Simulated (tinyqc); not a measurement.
Band offset of a heterojunction with an interface dipole (two-band chains, self-consistent charge): one step. Levels and site charges. Four cases, with inputs chosen for the exercise.

Question. Diagonalise, fill the lower half with two electrons each, and sum the electrons on the left (L) less one a site.

Give: levels; electrons on the sites; q.

Case 1.

H (eV):
```
           AL1        CL1        AL2        CL2        AR1        CR1        AR2        CR2
AL1  -0.555000  -2.090000          0          0          0          0          0   1.955684
CL1  -2.090000   0.555000  -2.090000          0          0          0          0          0
AL2          0  -2.090000  -0.555000  -2.090000          0          0          0          0
CL2          0          0  -2.090000   0.555000  -1.955684          0          0          0
AR1          0          0          0  -1.955684  -4.790000  -1.830000          0          0
CR1          0          0          0          0  -1.830000   3.890000  -1.830000          0
AR2          0          0          0          0          0  -1.830000  -4.790000  -1.830000
CR2   1.955684          0          0          0          0          0  -1.830000   3.890000
```

Answer.

levels (eV): -6.0156  -5.3566  -3.3446  -1.5505  1.4659  3.2402  4.5443  5.2169

electrons on the sites: AL1 1.4024, CL1 0.6836, AL2 1.3023, CL2 0.5820, AR1 1.8292, CR1 0.1350, AR2 1.8677, CR2 0.1978

q = -0.0297 electrons

Electrons move to the right, the side whose mid-gap lies lower.

Case 2.

H (eV):
```
           AL1        CL1        AL2        CL2        AL3        CL3        AR1        CR1        AR2        CR2
AL1  -1.595000  -1.720000          0          0          0          0          0          0          0          0
CL1  -1.720000   1.595000  -1.720000          0          0          0          0          0          0          0
AL2          0  -1.720000  -1.595000  -1.720000          0          0          0          0          0          0
CL2          0          0  -1.720000   1.595000  -1.720000          0          0          0          0          0
AL3          0          0          0  -1.720000  -1.595000  -1.720000          0          0          0          0
CL3          0          0          0          0  -1.720000   1.595000  -2.086049          0          0          0
AR1          0          0          0          0          0  -2.086049  -5.590000  -2.530000          0          0
CR1          0          0          0          0          0          0  -2.530000   3.070000  -2.530000          0
AR2          0          0          0          0          0          0          0  -2.530000  -5.590000  -2.530000
CR2          0          0          0          0          0          0          0          0  -2.530000   3.070000
AR3          0          0          0          0          0          0          0          0          0  -2.530000
CR3   2.086049          0          0          0          0          0          0          0          0          0

           AR3        CR3
AL1          0   2.086049
CL1          0          0
AL2          0          0
CL2          0          0
AL3          0          0
CL3          0          0
AR1          0          0
CR1          0          0
AR2          0          0
CR2  -2.530000          0
AR3  -5.590000  -2.530000
CR3  -2.530000   3.070000
```

Answer.

levels (eV): -7.6236  -6.8654  -6.0057  -3.5203  -2.8075  -1.9981  1.8851  2.5712  3.4227  3.6728  4.5436  5.1652

electrons on the sites: AL1 1.6465, CL1 0.3724, AL2 1.6192, CL2 0.3737, AL3 1.6127, CL3 0.2970, AR1 1.8029, CR1 0.2073, AR2 1.7974, CR2 0.2055, AR3 1.7991, CR3 0.2663

q = -0.0785 electrons

Electrons move to the right, the side whose mid-gap lies lower.

Case 3.

H (eV):
```
           AL1        CL1        AL2        CL2        AL3        CL3        AR1        CR1        AR2        CR2
AL1  -0.555000  -2.600000          0          0          0          0          0          0          0          0
CL1  -2.600000   0.555000  -2.600000          0          0          0          0          0          0          0
AL2          0  -2.600000  -0.555000  -2.600000          0          0          0          0          0          0
CL2          0          0  -2.600000   0.555000  -2.600000          0          0          0          0          0
AL3          0          0          0  -2.600000  -0.555000  -2.600000          0          0          0          0
CL3          0          0          0          0  -2.600000   0.555000  -2.529031          0          0          0
AR1          0          0          0          0          0  -2.529031  -0.715000  -2.460000          0          0
CR1          0          0          0          0          0          0  -2.460000   1.615000  -2.460000          0
AR2          0          0          0          0          0          0          0  -2.460000  -0.715000  -2.460000
CR2          0          0          0          0          0          0          0          0  -2.460000   1.615000
AR3          0          0          0          0          0          0          0          0          0  -2.460000
CR3   2.529031          0          0          0          0          0          0          0          0          0

           AR3        CR3
AL1          0   2.529031
CL1          0          0
AL2          0          0
CL2          0          0
AL3          0          0
CL3          0          0
AR1          0          0
CR1          0          0
AR2          0          0
CR2  -2.460000          0
AR3  -0.715000  -2.460000
CR3  -2.460000   1.615000
```

Answer.

levels (eV): -4.9728  -4.5832  -3.5242  -3.3739  -1.4632  -1.2294  1.5091  2.0660  3.8322  4.0121  5.1059  5.3214

electrons on the sites: AL1 1.2953, CL1 0.7719, AL2 1.2583, CL2 0.7763, AL3 1.2583, CL3 0.7639, AR1 1.3280, CR1 0.5966, AR2 1.3765, CR2 0.5946, AR3 1.3760, CR3 0.6043

q = 0.1240 electrons

Electrons move to the left, the side whose mid-gap lies lower.

Case 4.

H (eV):
```
           AL1        CL1        AL2        CL2        AL3        CL3        AR1        CR1        AR2        CR2
AL1  -1.590000  -1.900000          0          0          0          0          0          0          0          0
CL1  -1.900000   1.590000  -1.900000          0          0          0          0          0          0          0
AL2          0  -1.900000  -1.590000  -1.900000          0          0          0          0          0          0
CL2          0          0  -1.900000   1.590000  -1.900000          0          0          0          0          0
AL3          0          0          0  -1.900000  -1.590000  -1.900000          0          0          0          0
CL3          0          0          0          0  -1.900000   1.590000  -2.117546          0          0          0
AR1          0          0          0          0          0  -2.117546  -6.335000  -2.360000          0          0
CR1          0          0          0          0          0          0  -2.360000   3.095000  -2.360000          0
AR2          0          0          0          0          0          0          0  -2.360000  -6.335000  -2.360000
CR2          0          0          0          0          0          0          0          0  -2.360000   3.095000
AR3          0          0          0          0          0          0          0          0          0  -2.360000
CR3   2.117546          0          0          0          0          0          0          0          0          0

           AR3        CR3
AL1          0   2.117546
CL1          0          0
AL2          0          0
CL2          0          0
AL3          0          0
CL3          0          0
AR1          0          0
CR1          0          0
AR2          0          0
CR2  -2.360000          0
AR3  -6.335000  -2.360000
CR3  -2.360000   3.095000
```

Answer.

levels (eV): -8.0495  -7.4211  -6.6905  -3.8067  -2.9922  -2.0525  1.9024  2.6961  3.6531  3.6545  4.4612  4.9252

electrons on the sites: AL1 1.6237, CL1 0.4052, AL2 1.5879, CL2 0.4024, AL3 1.5761, CL3 0.3122, AR1 1.8342, CR1 0.1685, AR2 1.8345, CR2 0.1678, AR3 1.8379, CR3 0.2496

q = -0.0925 electrons

Electrons move to the right, the side whose mid-gap lies lower.

Computed by tinyqc, one run a case: `OMP_NUM_THREADS=1 python tinyqc.py N N+1 out.jsonl` with N = 1452430, 1452518, 1452537, 1452739; one thread of a shared Intel(R) Xeon(R) Processor @ 2.30GHz, about 0.5 s a run at most.
